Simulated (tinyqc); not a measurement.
## Thin-film transistor with exponential tail and deep states, accumulation layer: effect of the temperature

An undoped film in accumulation, thicker than the space-charge layer. With band bending psi the Fermi level lies E0 - psi below the band edge. Free electrons n = n0 exp(psi/Vt) carry the current; electrons in two exponential distributions of traps, a = a0 exp(psi/Va) and d = d0 exp(psi/Vp), do not. Linear regime, ohmic contacts, traps in equilibrium.

Va = kB Tt/q, Vp = kB Td/q; n0 = Nc exp(-E0/Vt), a0 = Nt th(T/Tt) exp(-E0/Va), d0 = Nd th(T/Td) exp(-E0/Vp), th(x) = pi x/sin(pi x). G(psi) = sum over the three kinds of c0 [V (exp(psi/V) - 1) - psi], field F = sqrt(2 q G/(eps0 eps_r)); Vg = psi + eps0 eps_r F/Ci at the surface. Total charge Q = Ci (Vg - psi_s); free charge Qf = q times the integral of n0 (exp(psi/Vt) - 1)/F over psi from 0 to psi_s; I = (W/L) mb Qf Vd; effective mobility mb Qf/Q. Nc, E0 and mb are held fixed.

Inputs (values chosen for the exercise); values close to those of an organic semiconductor:
```
symbol,value,unit,meaning
eps_r,3.2,,relative permittivity of the semiconductor
Nc,1e20,cm^-3,density of extended states
mb,3,cm^2/(V s),band mobility
Nt,1.1e20,cm^-3,total density of tail states
Tt,490,K,characteristic temperature of the tail
Nd,2.8e17,cm^-3,total density of deep states
Td,1250,K,characteristic temperature of the deep states
E0,0.64,eV,bulk Fermi level below the band edge
Ci,100,nF/cm^2,gate capacitance
WL,20,,ratio W/L
Vd,0.1,V,drain voltage
Vg,3.6,V,gate voltage above flat band
```

Constants: q = 1.602176634e-19 C, kB = 1.380649e-23 J/K, Vt = kB T/q, eps0 = 8.8541878128e-14 F/cm where lengths are in cm. Results are converted to the units shown.

Result of one run:
```
E0 - psi_s (eV)	Q (nC/cm^2)	free share (%)	effective mobility (cm^2/(V s))	I (nA)
0.09705	305.7	4.256	0.1277	78.07
```

Which temperature T gave this result: 160, 180, 220, 280 or 300 K?

T = 300 K.

The whole series:
```
T (K)	E0 - psi_s (eV)	Q (nC/cm^2)	free share (%)	effective mobility (cm^2/(V s))	I (nA)
160	0.07291	303.3	0.4104	0.01231	7.468
180	0.07520	303.5	0.7341	0.02202	13.37
200	0.07786	303.8	1.164	0.03492	21.21
220	0.08088	304.1	1.687	0.05062	30.79
240	0.08429	304.4	2.285	0.06855	41.74
260	0.08810	304.8	2.932	0.08795	53.61
280	0.09234	305.2	3.599	0.1080	65.91
300	0.09705	305.7	4.256	0.1277	78.07
```

As T goes from 160 to 300 K, the free share rises from 0.410 to 4.26 %, the distance of the Fermi level from the edge rises from 0.0729 to 0.0971 eV and the current rises from 7.47 to 78.1 nA. The apparent activation energy between the first two rows is 0.0723 eV, against E0 - psi_s = 0.0729 eV there. For T = 280 to 300 K the th form, which assumes a Fermi level far below the edge, overcounts the filled tail at the surface by more than 15 %.

Program tinyqc, `OMP_NUM_THREADS=1 python tinyqc.py 2610012 2610013 out.jsonl`; Intel Xeon 2.30GHz, shared host, one thread, about 0.02 s.
